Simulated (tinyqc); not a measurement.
Carrier lifetime of an n-type layer with SRH, radiative, Auger and surface recombination: two steps of the calculation.

Uniform excess density dn = dp (no trapping), n = n0 + dn, p = p0 + dn, Boltzmann statistics, full ionisation. Surfaces enter as a rate 2 S dn/d, which holds while diffusion to them is fast.

Parameters, values chosen for the exercise; band and dielectric values close to those of silicon: temperature T = 400 K; band gap Eg = 1.14 eV; conduction-band density of states at T Nc = 4.26e19 cm^-3; valence-band density of states at T Nv = 4.1e19 cm^-3; radiative coefficient B = 4.79e-15 cm^3/s; donor density N = 3.6e17 cm^-3; Auger coefficient (two electrons) Cn = 4.4e-31 cm^6/s; Auger coefficient (two holes) Cp = 2.1e-31 cm^6/s; trap density Nt = 4.4e13 cm^-3; capture cross-section for electrons sn = 1e-14 cm^2; capture cross-section for holes sp = 5e-17 cm^2; thermal velocity (both carriers) vth = 2.3e7 cm/s; trap level below the conduction band Et = 0.64 eV; surface recombination velocity (both faces) S = 0 cm/s; sample thickness d = 10 um.

Constants: q = 1.602176634e-19 C, kB = 1.380649e-23 J/K, Vt = kB T/q. Results are converted to the units shown.

Question 1. Equilibrium densities and SRH constants. ni = sqrt(Nc Nv) exp(-Eg/(2 Vt)), Eg in volts; majority density N/2 + sqrt(N^2/4 + ni^2), n0 p0 = ni^2; n1 = Nc exp(-Et/Vt), p1 = Nv exp((Et - Eg)/Vt); tn0 = 1/(sn vth Nt), tp0 = 1/(sp vth Nt).

Wanted: ni; n0; p0; n1; p1; tn0; tp0.

Answer 1.

ni = 2.7505e12 cm^-3
n0 = 3.6000e17 cm^-3
p0 = 2.1015e7 cm^-3
n1 = 3.6793e11 cm^-3
p1 = 2.0562e13 cm^-3
tn0 = 9.8814e-8 s
tp0 = 1.9763e-5 s

Question 2. Lifetime, shares and quasi-Fermi splitting. With e = n p - ni^2 = dn (n0 + p0 + dn): U_SRH = e/(tp0 (n + n1) + tn0 (p + p1)), U_rad = B e, U_Aug = (Cn n + Cp p) e, U_s = 2 S dn/d. tau = dn/U, shares of U, splitting Vt ln(n p/ni^2), radiative efficiency U_rad/U.

converged dn = 3.3795385e14 cm^-3
ni = 2.7505074e12 cm^-3
n0 = 3.6000000e17 cm^-3
p0 = 2.1014697e7 cm^-3
n1 = 3.6792941e11 cm^-3
p1 = 2.0561800e13 cm^-3
tn0 = 9.8814229e-8 s
tp0 = 1.9762846e-5 s

Give: tau; shares; quasi-Fermi splitting.

Answer 2.

tau = 9.134e-6 s
shares (%): SRH 46.22, radiative 1.58, Auger 52.21, surface 0.00
quasi-Fermi splitting = 0.5720 V

Auger recombination takes the largest share. dn is 9.4e-4 times the doping: low injection.

Numbers from tinyqc (`OMP_NUM_THREADS=1 python tinyqc.py 2300123 2300124 out.jsonl`; about 0.01 s on one thread of a shared Intel Xeon 2.30GHz).
